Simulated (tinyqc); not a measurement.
# Transfer length from front and end resistance

Inverse problem. A contact of length d and width W has Rc = (Rsh Lt/W) coth(d/Lt) and Re = (Rsh Lt/W)/sinh(d/Lt), with Rsh the sheet resistance under the metal and Lt = sqrt(rc/Rsh). Find Lt, Rsh and rc.

Parameters, values chosen for the exercise: contact length d = 0.057 um; contact width W = 5.7 um.

Rc = 6.9642807 ohm
Re = 3.5341371 ohm

Answer. Rc/Re = cosh(d/Lt) gives Lt, and Re then gives Rsh.

Lt = 0.0439 um
Rsh = 780 ohm/sq
rc = 1.50e-8 ohm cm^2

Numbers from tinyqc (`OMP_NUM_THREADS=1 python tinyqc.py 2760170 2760171 out.jsonl`; about 0.01 s on one thread of a shared Intel Xeon 2.30GHz).
